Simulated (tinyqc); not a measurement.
Inside a calculation. Model: single-oscillator infrared dielectric function of a polar cubic crystal. Computed by tinyqc, a small Python program that keeps every step. Command: `OMP_NUM_THREADS=1 python tinyqc.py 3030072 3030073 out.jsonl infrared walk`. One thread of a shared host (Intel(R) Xeon(R) Processor @ 2.30GHz), about 0.01 s of CPU time with the checks. Intermediate numbers are printed to about 6 digits and carried at full precision; extremes and crossings named in words are read from the listed rows.

One ion pair, charges +Z* and -Z*, in a cell of volume Omega = a^3/4. Frequencies omega are given as wavenumbers (1/cm); eps_s is the static dielectric constant.

Inputs (values chosen for the exercise, modelled on lead telluride):
```
quantity                         value      unit
lattice constant a                6.46  angstrom
mass M_A                         207.2         u
mass M_B                         127.6         u
omega_TO                            32      1/cm
Born charge Z*                     6.5         e
eps_inf                           32.2         -
phonon damping gamma               2.8      1/cm
probe frequency / omega_TO        1.08         -
eps_m of the surrounding medium      1         -
```

Structure: rock salt. Free carriers: absent.

Constants: nu for 1 eV/(angstrom^2 u) = 15.6333042 THz; 1 THz = 33.35640952 1/cm; e^2/(4 pi eps_0) = 14.39964548 eV angstrom.

## LO frequency and static constant from the Born charge

mu = M_A M_B/(M_A + M_B); ionic plasma term W^2 = 4 pi Z*^2 (e^2/(4 pi eps_0))/(Omega mu) in eV/(angstrom^2 u), turned into 1/cm by W = 15.6333042 x 33.35640952 x sqrt(W^2); omega_LO^2 = omega_TO^2 + W^2/eps_inf; eps_s = eps_inf + W^2/omega_TO^2; Szigeti charge 3 Z*/(eps_inf + 2); longitudinal (Callen) charge Z*/eps_inf.

reduced mass mu = 78.9687 u

W = 624.997 1/cm

omega_LO = 114.696 1/cm

eps_s = 413.666

Szigeti charge = 0.570175 e

Callen charge = 0.201863 e

omega_LO/omega_TO = 3.584; the ions supply 92 % of eps_s, as in a strongly ionic or soft-mode crystal.

## Optical constants at the probe frequency

eps(omega) = eps_inf + W^2/(omega_TO^2 - omega^2 - i gamma omega); n + i k = sqrt(eps) with k >= 0; R = |(n + i k - 1)/(n + i k + 1)|^2 at normal incidence from vacuum. omega is the probe ratio times omega_TO. Intensity decays over 1/(4 pi omega k); the loss function is Im(-1/eps).

omega = 34.56 1/cm

Re eps = -1701.21

Im eps = 984.416

n = 11.4955

k = 42.8177

reflectivity R = 0.976888

penetration depth of the intensity = 0.537766 micrometre

loss function = 2.54820e-04

Re eps is negative: the wave is evanescent and the crystal reflects like a metal.

## Spectrum around the optical phonon

The loss function is Im(-1/eps).

Spectrum:
```
omega (1/cm)    Re eps     Im eps          R   Im(-1/eps)
16             539.097    29.5690   0.841820  1.01437e-04
27.2           1314.72    343.740   0.897944  1.86142e-04
31             2171.52    2947.51   0.942704  2.19909e-04
32                32.2    4359.61   0.957920  2.29366e-04
52.7          -189.026    18.6188   0.985932  5.16076e-04
73.3          -57.4213    4.22956   0.981135   0.00127585
98.2          -13.0736    1.44426   0.945185   0.00834806
115           0.206763   0.844342   0.120578      1.11735
117            1.37804   0.797258  0.0307796     0.314550
122            4.03375   0.694198   0.116331    0.0414371
132            8.39372   0.536512   0.237603   0.00758404
172            18.5267   0.230570   0.388083  6.71646e-04
287            27.3984  0.0474342   0.461309  6.31886e-05
```

R peaks among these rows at 52.7 per cm with 0.99 and is lowest, 0.031, at 117; far above omega_LO it tends to ((sqrt(eps_inf) - 1)/(sqrt(eps_inf) + 1))^2 = 0.490. Im eps is largest at 32 and the loss function at 115: absorption marks the TO mode and the loss function the LO mode. Re eps is negative in some rows, where R averages 0.97.

## Surface and particle modes

Without damping, eps(omega) = -x eps_m gives omega^2 = omega_TO^2 (eps_s + x eps_m)/(eps_inf + x eps_m): x = 1 for a flat surface at large wave vector, x = 2 for the dipole mode of a small sphere. The reflectivity R for light from vacuum (not from the medium eps_m) vanishes where eps = 1, omega^2 = omega_TO^2 (eps_s - 1)/(eps_inf - 1).

surface mode = 113.092 1/cm

sphere mode = 111.560 1/cm

zero of R = 116.378 1/cm

Both modes lie between omega_TO and omega_LO, at 98 % and 96 % of the way up.

## Phonon polaritons

Transverse waves without damping obey Q^2 = omega^2 eps(omega), Q = wave vector/(2 pi) in 1/cm: eps_inf omega^4 - (eps_inf omega_LO^2 + Q^2) omega^2 + Q^2 omega_TO^2 = 0.

Branches (1/cm):
```
Q     lower branch  upper branch  Q/sqrt(eps_s)  Q/sqrt(eps_inf)
65          3.1813        115.22          3.196            11.45
200         9.4288        119.62          9.833            35.25
390        16.5761        132.68         19.175            68.73
650        22.8407        160.48         31.959           114.55
980        26.8838        205.57         48.184           172.70
1600       29.7844        302.94         78.667           281.96
3300       31.4395        591.92        162.252           581.55
6500       31.8530       1150.76        319.586          1145.47
```

The lower branch starts as light slowed by sqrt(eps_s) (0.995 of that line) and ends at 0.995 omega_TO; the upper starts at 1.005 omega_LO and ends at 1.005 of the light line with eps_inf. No branch lies between omega_TO and omega_LO.

Checks made by the program: Lyddane-Sachs-Teller relation eps_s/eps_inf = (omega_LO/omega_TO)^2 (relative difference below 1e-10).
